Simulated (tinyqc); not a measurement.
Worked calculation: sp3 tight binding, zinc-blende lattice. One step of it, computed by the program tinyqc.

Task: Levels at G. Diagonalise the Hermitian matrix.

H(k) at G (eV), lower triangle:
```
             a s       a px       a py       a pz         c s       c px       c py       c pz
a s   -14.720000
a px    0.000000  -6.720000
a py    0.000000   0.000000  -6.720000
a pz    0.000000   0.000000   0.000000  -6.720000
c s    -8.580749   0.000000   0.000000   0.000000  -14.720000
c px    0.000000   3.309718   0.000000   0.000000    0.000000  -6.720000
c py    0.000000   0.000000   3.309718   0.000000    0.000000   0.000000  -6.720000
c pz    0.000000   0.000000   0.000000   3.309718    0.000000   0.000000   0.000000  -6.720000
```

Give: eigenvalues.

Result:

eigenvalues (eV): -23.3007  -10.0297  -10.0297  -10.0297  -6.1393  -3.4103  -3.4103  -3.4103
